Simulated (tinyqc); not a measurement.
From one set of inputs to another, one input at a time: thermal and gravitational stress in a wafer during furnace and rapid thermal processing, and the onset of slip. Computed by tinyqc, a small Python program. Command: `OMP_NUM_THREADS=1 python tinyqc.py 3019292 3019293 out.jsonl slip ladder`. One thread of a shared host (Intel(R) Xeon(R) Processor @ 2.30GHz), about 0.01 s of CPU time with the checks.

A thin free disc in plane stress, isotropic; T(r) = T_centre + dT (r/R)^n with n = 2. Stress is positive in tension; sigma_SB = 5.670374419e-8 W/(m^2 K^4), g = 9.80665 m/s^2.

The inputs printed are set A. Inputs not listed in the table keep their values of set A, so the rows need not describe a real material.

Inputs (values chosen for the exercise, modelled on silicon):
```
quantity                             value        unit
wafer radius R                         150          mm
thickness t                            775  micrometre
Young's modulus E                      141         GPa
Poisson ratio nu                      0.22           -
expansion alpha                       4.13      1e-6/K
temperature T                         1100           K
prefactor A of the critical stress  0.0002         MPa
energy U of the critical stress       1.01          eV
density rho                           2330      kg/m^3
heat capacity c                        974    J/(kg K)
conductivity k                        28.9     W/(m K)
wafer spacing s                        4.3          mm
ramp rate                              1.2       K/min
radius of the support ring over R     0.55           -
```

Constants: k_B = 8.617333262e-05 eV/K.

Method:
- Critical resolved stress tau_c = A exp(U/(k_B T)), a form chosen for the exercise; slip when 0.492799 |s_tt(R)| > tau_c; allowed |dT| = tau_c (n + 2)/(0.492799 n alpha E).
- In a stack heated from the rim, heat flows inward by conduction and by radiation between wafers: k_eff = k + (16/3) sigma_SB T^3 s^2/t (a diffusion estimate with the spacing as path length). A steady ramp gives the parabolic lag dT = rho c (ramp) R^2/(4 k_eff); the allowed ramp uses n = 2.
- Own weight q = rho g t on a ring of radius b R, x = r/R: moments of an edge-supported plate, M_r = q R^2 (3 + nu)(1 - x^2)/16 and M_t = q R^2 [(3 + nu) - (1 + 3 nu) x^2]/16, less the uniform moment inside the ring load, q R^2 [(1 - nu)(1 - b^2) - 2 (1 + nu) ln b]/8; stress at the lower face = 6 M/t^2.

Each row keeps all changes above it:
```
input moved                                 from       to  lag of the centre (K)  allowed ramp rate (K/min)  stress at the centre (MPa)
set A                                          -        -                   6.63                      10.70                     -0.1954
heat capacity c (J/(kg K))                   974      915                   6.23                      11.39                     -0.1954
ramp rate (K/min)                            1.2      3.6                  18.69                      11.39                     -0.1954
wafer radius R (mm)                          150      225                  42.05                       5.06                     -0.4397
conductivity k (W/(m K))                    28.9     26.7                  44.60                       4.77                     -0.4397
energy U of the critical stress (eV)        1.01     1.05                  44.60                       7.28                     -0.4397
prefactor A of the critical stress (MPa)  0.0002  0.00048                  44.60                      17.46                     -0.4397
Young's modulus E (GPa)                      141      162                  44.60                      15.20                     -0.4397
```

Which inputs carry the difference?

lag of the centre goes from 6.63 to 44.6, a factor 6.73 in all. The largest single move comes from ramp rate (a factor 3.00). Allowed ramp rate goes from 10.7 to 15.2, a factor 1.42 in all. The largest single move comes from prefactor A of the critical stress (a factor 2.40), and wafer radius R works against it (a factor 0.444). Stress at the centre goes from -0.195 to -0.440, -0.244 in all. The largest single move comes from wafer radius R (-0.244). The single moves hold for this order of the switches; the total does not depend on the order.

Extremes, crossings and ranges named in words are read from the listed rows.
